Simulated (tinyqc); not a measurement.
# Slope factor and drain-induced lowering from three currents

Inverse problem. With source and body at 0 V, I = A exp((Vg + dd Vd)/(nf Vt)) (1 - exp(-Vd/Vt)). Find nf, the swing nf Vt ln 10 and dd.

Inputs (values chosen for the exercise): temperature T = 300 K.

Constants: q = 1.602176634e-19 C, kB = 1.380649e-23 J/K, Vt = kB T/q. Results are converted to the units shown.

currents at (Vg, Vd) = (0, 0.05), (0, 0.7) and (0.06, 0.7) V (nA/um): [0.0050075910, 0.18907725, 1.2477150]

Answer. The pair at equal Vd gives nf; the pair at equal Vg, after dividing out the factors 1 - exp(-Vd/Vt), gives dd.

nf = 1.23
swing = 73.2 mV/decade
dd = 0.170

Computed by the program tinyqc: `OMP_NUM_THREADS=1 python tinyqc.py 2242258 2242259 out.jsonl`, one thread of a shared Intel Xeon 2.30GHz, about 0.03 s for the whole run.
